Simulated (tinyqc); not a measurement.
Worked calculation: CCSD on RHF in the sto-6g basis, for BeH+, spin multiplicity 1. Computed by tinyqc, a small Python program that keeps every step (integrals from PySCF). Settings: charge = 1, multiplicity = 1, basis = sto-6g, method = RHF, energy threshold = 1e-10, iteration cap = 56, orthogonalisation = symmetric, start = core, DIIS depth = 6, amplitude equations = CCSD, DIIS depth for amplitudes = 4, cap on updates = 77. Command: `OMP_NUM_THREADS=1 python tinyqc.py 30360 30361 out.jsonl` (the two numbers bound the seeds that draw the settings). One thread of a shared host (Intel(R) Xeon(R) Processor @ 2.60GHz), about 0.3 s of CPU time with the checks. The early iterations of the SCF are left out here.

## One-electron integrals

Geometry (angstrom):
```
atom         x         y         z
Be    0.000000  0.000000  0.000000
H     0.000000  0.000000  1.167000
```

Basis sto-6g: exponents (1/bohr^2) and contraction coefficients of normalised primitives:
```
element  l (shell)    exponent  coefficient
Be           s (1)  312.870494     0.009164
Be           s (1)   57.364463     0.049361
Be           s (1)   16.048509     0.168538
Be           s (1)    5.513096     0.370563
Be           s (1)    2.140897     0.416492
Be           s (1)    0.881739     0.130334
Be           s (2)   13.633247    -0.013253
Be           s (2)    2.698375    -0.046992
Be           s (2)    0.838653    -0.033785
Be           s (2)    0.322660     0.250242
Be           s (2)    0.140131     0.595117
Be           s (2)    0.064233     0.240706
Be           p (3)   13.633247     0.003760
Be           p (3)    2.698375     0.037679
Be           p (3)    0.838653     0.173897
Be           p (3)    0.322660     0.418036
Be           p (3)    0.140131     0.425860
Be           p (3)    0.064233     0.101708
H            s (1)   35.523221     0.009164
H            s (1)    6.513144     0.049361
H            s (1)    1.822143     0.168538
H            s (1)    0.625955     0.370563
H            s (1)    0.243077     0.416492
H            s (1)    0.100112     0.130334
```

Overlap, kinetic and nuclear-attraction integrals over the contracted functions; the nuclear repulsion is the sum of Za Zb / Rab.

nuclear repulsion = 1.81380364 hartree

overlap S, order 1Be 1s, 1Be 2s, 1Be 2px, 1Be 2py, 1Be 2pz, 2H 1s:
```
[[1.000000, 0.254764, 0.000000, 0.000000, 0.000000, 0.105239],
 [0.254764, 1.000000, 0.000000, 0.000000, 0.000000, 0.531504],
 [0.000000, 0.000000, 1.000000, 0.000000, 0.000000, 0.000000],
 [0.000000, 0.000000, 0.000000, 1.000000, 0.000000, 0.000000],
 [0.000000, 0.000000, 0.000000, 0.000000, 1.000000, 0.566661],
 [0.105239, 0.531504, 0.000000, 0.000000, 0.566661, 1.000000]]
```

kinetic energy T (hartree), order 1Be 1s, 1Be 2s, 1Be 2px, 1Be 2py, 1Be 2pz, 2H 1s:
```
[[6.768753, -0.207382, 0.000000, 0.000000, 0.000000, -0.009954],
 [-0.207382, 0.220121, 0.000000, 0.000000, 0.000000, 0.097810],
 [0.000000, 0.000000, 0.661265, 0.000000, 0.000000, 0.000000],
 [0.000000, 0.000000, 0.000000, 0.661265, 0.000000, 0.000000],
 [0.000000, 0.000000, 0.000000, 0.000000, 0.661265, 0.252920],
 [-0.009954, 0.097810, 0.000000, 0.000000, 0.252920, 0.768522]]
```

nuclear attraction V (hartree), order 1Be 1s, 1Be 2s, 1Be 2px, 1Be 2py, 1Be 2pz, 2H 1s:
```
[[-15.168242, -1.766204, 0.000000, 0.000000, -0.024903, -0.821732],
 [-1.766204, -2.706148, 0.000000, 0.000000, -0.169001, -1.540651],
 [0.000000, 0.000000, -2.660999, 0.000000, 0.000000, 0.000000],
 [0.000000, 0.000000, 0.000000, -2.660999, 0.000000, 0.000000],
 [-0.024903, -0.169001, 0.000000, 0.000000, -2.796110, -1.646853],
 [-0.821732, -1.540651, 0.000000, 0.000000, -1.646853, -3.024813]]
```

core Hamiltonian H = T + V (hartree), order 1Be 1s, 1Be 2s, 1Be 2px, 1Be 2py, 1Be 2pz, 2H 1s:
```
[[-8.399489, -1.973586, 0.000000, 0.000000, -0.024903, -0.831686],
 [-1.973586, -2.486027, 0.000000, 0.000000, -0.169001, -1.442841],
 [0.000000, 0.000000, -1.999733, 0.000000, 0.000000, 0.000000],
 [0.000000, 0.000000, 0.000000, -1.999733, 0.000000, 0.000000],
 [-0.024903, -0.169001, 0.000000, 0.000000, -2.134845, -1.393933],
 [-0.831686, -1.442841, 0.000000, 0.000000, -1.393933, -2.256291]]
```

## Two-electron integrals

Functions are numbered as in S; the eight-fold symmetry (ij|kl) = (ji|kl) = (kl|ij) leaves the list below.

Two-electron integrals (ij|kl) in chemists' order, unique and non-zero (hartree):
```
(11|11) 2.299996   (21|11) 0.361879   (21|21) 0.071926   (22|11) 0.570332
(22|21) 0.139654   (22|22) 0.417773   (31|31) 0.015252   (32|31) 0.022555
(32|32) 0.092340   (33|11) 0.570332   (33|21) 0.139654   (33|22) 0.417773
(33|33) 0.450117   (41|41) 0.015252   (42|41) 0.022555   (42|42) 0.092340
(43|43) 0.024258   (44|11) 0.570332   (44|21) 0.139654   (44|22) 0.417773
(44|33) 0.401601   (44|44) 0.450117   (51|51) 0.015252   (52|51) 0.022555
(52|52) 0.092340   (53|53) 0.024258   (54|54) 0.024258   (55|11) 0.570332
(55|21) 0.139654   (55|22) 0.417773   (55|33) 0.401601   (55|44) 0.401601
(55|55) 0.450117   (61|11) 0.156360   (61|21) 0.030032   (61|22) 0.057560
(61|33) 0.057099   (61|44) 0.057099   (61|51) 0.002938   (61|52) 0.005510
(61|55) 0.058482   (61|61) 0.013251   (62|11) 0.280816   (62|21) 0.069296
(62|22) 0.215715   (62|33) 0.208726   (62|44) 0.208726   (62|51) 0.009649
(62|52) 0.050217   (62|55) 0.229692   (62|61) 0.031430   (62|62) 0.149514
(63|31) 0.007782   (63|32) 0.032464   (63|53) 0.009456   (63|63) 0.016507
(64|41) 0.007782   (64|42) 0.032464   (64|54) 0.009456   (64|64) 0.016507
(65|11) 0.272245   (65|21) 0.068223   (65|22) 0.222428   (65|33) 0.209612
(65|44) 0.209612   (65|51) 0.016038   (65|52) 0.079569   (65|55) 0.248060
(65|61) 0.032914   (65|62) 0.177477   (65|65) 0.221989   (66|11) 0.444991
(66|21) 0.112103   (66|22) 0.380621   (66|33) 0.353996   (66|44) 0.353996
(66|51) 0.021172   (66|52) 0.130192   (66|55) 0.433867   (66|61) 0.053276
(66|62) 0.316928   (66|65) 0.403873   (66|66) 0.774999
```

## Orthogonalisation

S = U s U^T; symmetric (Loewdin) form X = U s^(-1/2) U^T, so that X^T S X = 1.

eigenvalues of S: [0.219729, 0.795508, 1.000000, 1.000000, 1.157984, 1.826779]

X, order 1Be 1s, 1Be 2s, 1Be 2px, 1Be 2py, 1Be 2pz, 2H 1s:
```
[[1.026065, -0.138450, 0.000000, 0.000000, -0.005880, 0.005481],
 [-0.138450, 1.231943, 0.000000, 0.000000, 0.218332, -0.470711],
 [0.000000, 0.000000, 1.000000, 0.000000, 0.000000, 0.000000],
 [0.000000, 0.000000, 0.000000, 1.000000, 0.000000, 0.000000],
 [-0.005880, 0.218332, 0.000000, 0.000000, 1.230982, -0.499028],
 [0.005481, -0.470711, 0.000000, 0.000000, -0.499028, 1.434676]]
```

## Starting guess

The start is the orbitals of the core Hamiltonian; D = 2 C_occ C_occ^T.

D at the start, order 1Be 1s, 1Be 2s, 1Be 2px, 1Be 2py, 1Be 2pz, 2H 1s:
```
[[2.077839, -0.232997, 0.000000, 0.000000, -0.152175, -0.095602],
 [-0.232997, 0.567525, 0.000000, 0.000000, 0.506383, 0.378164],
 [0.000000, 0.000000, 0.000000, 0.000000, 0.000000, 0.000000],
 [0.000000, 0.000000, 0.000000, 0.000000, 0.000000, 0.000000],
 [-0.152175, 0.506383, 0.000000, 0.000000, 0.453395, 0.339100],
 [-0.095602, 0.378164, 0.000000, 0.000000, 0.339100, 0.253781]]
```

## Iteration 7 (converged): orbitals

converged F (hartree), order 1Be 1s, 1Be 2s, 1Be 2px, 1Be 2py, 1Be 2pz, 2H 1s:
```
[[-5.102506, -1.372148, 0.000000, 0.000000, 0.013196, -0.568648],
 [-1.372148, -0.861068, 0.000000, 0.000000, -0.174997, -0.666839],
 [0.000000, 0.000000, -0.155196, 0.000000, 0.000000, 0.000000],
 [0.000000, 0.000000, 0.000000, -0.155196, 0.000000, 0.000000],
 [0.013196, -0.174997, 0.000000, 0.000000, -0.384066, -0.504278],
 [-0.568648, -0.666839, 0.000000, 0.000000, -0.504278, -0.681400]]
```

Diagonalise F' = X^T F X, C = X C', fill 2 alpha and 2 beta electrons from the bottom; D = 2 C_occ C_occ^T. Each column has its largest component positive (the first on a tie).

F' = X^T F X (hartree):
```
[[-5.004450, -0.652157, 0.000000, 0.000000, 0.039100, -0.144168],
 [-0.652157, -0.397864, 0.000000, 0.000000, 0.061153, -0.455331],
 [0.000000, 0.000000, -0.155196, 0.000000, 0.000000, 0.000000],
 [0.000000, 0.000000, 0.000000, -0.155196, 0.000000, 0.000000],
 [0.039100, 0.061153, 0.000000, 0.000000, -0.122103, -0.447744],
 [-0.144168, -0.455331, 0.000000, 0.000000, -0.447744, -0.150527]]
```

orbital energies (hartree): [-5.103748, -0.779537, -0.270715, -0.155196, -0.155196, 0.479056]

coefficients C, order 1Be 1s, 1Be 2s, 1Be 2px, 1Be 2py, 1Be 2pz, 2H 1s:
```
[[0.995614, -0.189046, -0.189775, 0.000000, 0.000000, 0.095092],
 [0.016258, 0.487876, 0.773663, 0.000000, 0.000000, -0.984504],
 [0.000000, 0.000000, 0.000000, 0.365372, 0.930862, 0.000000],
 [0.000000, 0.000000, 0.000000, 0.930862, -0.365372, 0.000000],
 [-0.002707, 0.303020, -0.644737, 0.000000, 0.000000, -1.142162],
 [0.001041, 0.511067, -0.184713, 0.000000, 0.000000, 1.494528]]
```

D after iteration 7, order 1Be 1s, 1Be 2s, 1Be 2px, 1Be 2py, 1Be 2pz, 2H 1s:
```
[[2.053970, -0.152089, 0.000000, 0.000000, -0.119960, -0.191158],
 [-0.152089, 0.476575, 0.000000, 0.000000, 0.295584, 0.498708],
 [0.000000, 0.000000, 0.000000, 0.000000, 0.000000, 0.000000],
 [0.000000, 0.000000, 0.000000, 0.000000, 0.000000, 0.000000],
 [-0.119960, 0.295584, 0.000000, 0.000000, 0.183657, 0.309721],
 [-0.191158, 0.498708, 0.000000, 0.000000, 0.309721, 0.522381]]
```

Within a degenerate level the vectors are fixed only up to a rotation; this is one choice.

## Convergence

Stop when the energy changes by less than 1e-10 hartree and every element of the error matrix X^T (F D S - S D F) X is below 3e-06.

Course of the cycle:
```
iteration   E (hartree)     change  largest element of the error matrix
1          -14.77381588          -                             2.61e-01
2          -14.81052873  -3.67e-02                             3.55e-02
3          -14.81216014  -1.63e-03                             9.05e-03
4          -14.81248776  -3.28e-04                             1.14e-03
5          -14.81249333  -5.57e-06                             2.20e-05
6          -14.81249333  -5.63e-10                             8.71e-07
7          -14.81249333  -2.06e-12                             1.43e-08
```

PySCF RHF in the same basis = -14.81249333 hartree

Converged in 7 iterations.

## Populations, bond orders and dipole

Mulliken: Z minus the diagonal of D S on the atom; Loewdin: the same with S^(1/2) D S^(1/2); Mayer order: 2 sum_s sum (D(s) S)_ij (D(s) S)_ji over the two atoms.

Charges (e):
```
atom  Mulliken   Loewdin
1Be   0.942836  0.962261
2H    0.057164  0.037739
```

Mayer bond orders:
```
pair     order
2-1   0.996732
```

dipole moment about the origin, x y z (debye): [0.000000, 0.000000, -3.005461]

## Integrals over molecular orbitals

(pq|rs) = sum C_ip C_jq C_kr C_ls (ij|kl), one index at a time.

one-electron integrals over orbitals h = C^T H C (hartree):
```
[[-8.392149, 0.166793, 0.212979, 0.000000, 0.000000, -0.066986],
 [0.166793, -2.350863, 0.022179, 0.000000, 0.000000, 0.091074],
 [0.212979, 0.022179, -1.990834, 0.000000, 0.000000, -0.010939],
 [0.000000, 0.000000, 0.000000, -1.999733, 0.000000, 0.000000],
 [0.000000, 0.000000, 0.000000, 0.000000, -1.999733, 0.000000],
 [-0.066986, 0.091074, -0.010939, 0.000000, 0.000000, -1.546947]]
```

Two-electron integrals over orbitals (pq|rs), unique and non-zero (hartree):
```
(11|11) 2.284182    (21|11) -0.171302   (21|21) 0.022985    (22|11) 0.513602
(22|21) 0.004509    (22|22) 0.567107    (31|11) -0.177257   (31|21) 0.016837
(31|22) -0.020936   (31|31) 0.029564    (32|11) 0.028900    (32|21) -0.006149
(32|22) -0.063142   (32|31) 0.001943    (32|32) 0.025566    (33|11) 0.565523
(33|21) -0.015099   (33|22) 0.322102    (33|31) 0.004918    (33|32) 0.022307
(33|33) 0.481037    (41|41) 0.015890    (42|41) 0.012971    (42|42) 0.042516
(43|41) 0.014117    (43|42) 0.029499    (43|43) 0.053363    (44|11) 0.570099
(44|21) -0.006109   (44|22) 0.381373    (44|31) -0.005739   (44|32) 0.012292
(44|33) 0.402882    (44|44) 0.450117    (51|51) 0.015890    (52|51) 0.012971
(52|52) 0.042516    (53|51) 0.014117    (53|52) 0.029499    (53|53) 0.053363
(54|54) 0.024258    (55|11) 0.570099    (55|21) -0.006109   (55|22) 0.381373
(55|31) -0.005739   (55|32) 0.012292    (55|33) 0.402882    (55|44) 0.401601
(55|55) 0.450117    (61|11) 0.094226    (61|21) -0.017136   (61|22) -0.011013
(61|31) -0.003192   (61|32) 0.005486    (61|33) 0.017319    (61|44) 0.001159
(61|55) 0.001159    (61|61) 0.018473    (62|11) -0.097202   (62|21) 0.005214
(62|22) 0.086195    (62|31) 0.003748    (62|32) -0.042973   (62|33) -0.025732
(62|44) -0.040668   (62|55) -0.040668   (62|61) 0.000029    (62|62) 0.122523
(63|11) 0.039287    (63|21) -0.004623   (63|22) -0.056900   (63|31) 0.006732
(63|32) 0.020666    (63|33) 0.057689    (63|44) 0.010226    (63|55) 0.010226
(63|61) 0.007244    (63|62) -0.040396   (63|63) 0.042500    (64|41) -0.009720
(64|42) -0.030891   (64|43) -0.017449   (64|64) 0.028326    (65|51) -0.009720
(65|52) -0.030891   (65|53) -0.017449   (65|65) 0.028326    (66|11) 0.532116
(66|21) 0.000827    (66|22) 0.551384    (66|31) -0.015768   (66|32) -0.058372
(66|33) 0.355092    (66|44) 0.384918    (66|55) 0.384918    (66|61) -0.005276
(66|62) 0.111233    (66|63) -0.050946   (66|66) 0.581057
```

## CCSD: starting amplitudes

t_ij^ab = <ij||ab> / (e_i + e_j - e_a - e_b), whose energy is MP2.

Starting amplitudes (spin orbitals 1a, 1b, ...; amplitudes related by a flip of all spins are not repeated):
```
from      to          t
2a 2b  6a 6b  -0.048674
2a 2b  4a 4b  -0.034049
2a 2b  5a 5b  -0.034049
2a 2b  3a 3b  -0.025123
2a 2b  3a 6b   0.024314
1a 1b  3a 3b  -0.003059
1a 2b  4a 4b  -0.002328
1a 2b  5a 5b  -0.002328
1a 1b  6a 6b  -0.001654
1a 1b  4a 4b  -0.001606
1a 1b  5a 5b  -0.001606
1a 2b  3b 6a   0.000901
1a 2b  3a 6b  -0.000615
1a 2b  3a 3b  -0.000364
1a 1b  3a 6b   0.000307
1a 2a  3a 6a   0.000285
1a 2b  6a 6b  -4.24e-06
```

correlation energy = -0.01190262 hartree

## CCSD: amplitude update 1

t_i^a D_i^a and t_ij^ab D_ij^ab are set to the remaining terms of the spin-orbital equations, evaluated with the old amplitudes; for the doubles these are <ij||ab> + 1/2 <ab||ef> t_ij^ef + 1/2 <mn||ij> t_mn^ab + P(ij)P(ab) <mb||ej> t_im^ae + terms in t^2 + terms with t1, D the orbital-energy denominators.

Amplitudes after update 1 (spin orbitals 1a, 1b, ...; amplitudes related by a flip of all spins are not repeated):
```
from      to          t
2a 2b  6a 6b  -0.063328
2a 2b  4a 4b  -0.041613
2a 2b  5a 5b  -0.041613
2a 2b  3a 6b   0.034593
2a 2b  3a 3b  -0.029922
2a        3a   0.008771
1a 1b  3a 3b  -0.002803
1a 2b  4a 4b  -0.002532
1a 2b  5a 5b  -0.002532
1a 1b  4a 4b  -0.001491
1a 1b  5a 5b  -0.001491
1a 1b  6a 6b  -0.001410
1a 2b  3b 6a   0.001040
1a 2b  3a 6b  -0.000703
2a        6a   0.000404
1a 2a  3a 6a   0.000337
1a 2b  3a 3b  -0.000313
1a        3a   0.000231
1a 1b  3a 6b   0.000181
1a        6a  -0.000159
1a 2b  6a 6b  -0.000072
```

correlation energy = -0.01534188 hartree

## CCSD: convergence

E_corr = 1/4 sum <ij||ab> t_ij^ab + 1/2 sum <ij||ab> t_i^a t_j^b; stop when the norm of the change is below 1e-8.

Course of the amplitude iterations:
```
update  correlation energy (hartree)  norm of the change
0                        -0.01190262                   -
1                        -0.01534188            4.91e-02
2                        -0.01647524            1.98e-02
3                        -0.01722261            1.07e-02
4                        -0.01727836            3.86e-03
5                        -0.01727701            2.70e-04
6                        -0.01727693            4.71e-05
7                        -0.01727691            4.14e-06
8                        -0.01727693            6.37e-07
9                        -0.01727694            1.72e-07
10                       -0.01727695            2.92e-08
11                       -0.01727695            2.90e-09
```

Converged amplitudes (spin orbitals 1a, 1b, ...; amplitudes related by a flip of all spins are not repeated):
```
from      to          t
2a 2b  6a 6b  -0.068383
2a 2b  4a 4b  -0.044165
2a 2b  5a 5b  -0.044165
2a 2b  3a 6b   0.044101
2a 2b  3a 3b  -0.041412
2a        3a   0.029411
1a 1b  3a 3b  -0.002694
1a 2b  4a 4b  -0.002585
1a 2b  5a 5b  -0.002585
2a        6a   0.002323
1a 1b  4a 4b  -0.001486
1a 1b  5a 5b  -0.001486
1a 1b  6a 6b  -0.001410
1a 2b  3b 6a   0.001268
1a 2b  3a 6b  -0.000778
1a 2a  3a 6a   0.000490
1a 2b  3a 3b  -0.000418
1a        6a  -0.000301
1a        3a   0.000149
1a 2b  6a 6b  -0.000142
1a 1b  3a 6b   0.000105
```

CCSD total energy = -14.82977028 hartree

T1 diagnostic, norm of the one-spin t1 over sqrt(correlated electrons) = 0.014752

Converged in 11 updates, with DIIS from the third.
